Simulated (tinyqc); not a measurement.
Global model of a low-pressure process discharge: electron temperature, density, ion flux and ion energy: one step, computed by the program tinyqc. Command: `OMP_NUM_THREADS=1 python tinyqc.py 3110920 3110921 out.jsonl plasma walk`. One thread of a shared host (Intel(R) Xeon(R) Processor @ 2.30GHz), about 0.01 s of CPU time with the checks.

Maxwellian electrons with temperature T_e in eV, one positive ion, no negative ions, uniform bulk density n; rate constants have the Arrhenius form.

Problem. Geometry factors. n_g = p/(k_B T_g); lambda_i = 1/(n_g sigma); h_L = 0.86/sqrt(3 + L/(2 lambda_i)), h_R = 0.8/sqrt(4 + R/lambda_i); A_eff = 2 pi R^2 h_L + 2 pi R L h_R; d_eff = pi R^2 L/A_eff.

Inputs (values chosen for the exercise, of the order of those of an inductive discharge in a simple atomic gas):

| quantity | value | unit |
|---|---|---|
| ion-neutral cross section | 7.3e-19 | m^2 |
| pressure p | 0.65 | Pa |
| gas temperature T_g | 600 | K |
| radius R | 8.3 | cm |
| height L | 7 | cm |

Constants: k_B = 1.380649e-23 J/K.

Give: gas density n_g; ion mean free path; h_L; h_R; A_eff; d_eff.

Solution.

gas density n_g = 7.847e+19 1/m^3

ion mean free path = 1.746 cm

h_L = 0.3844

h_R = 0.2704

A_eff = 265.1 cm^2

d_eff = 5.715 cm
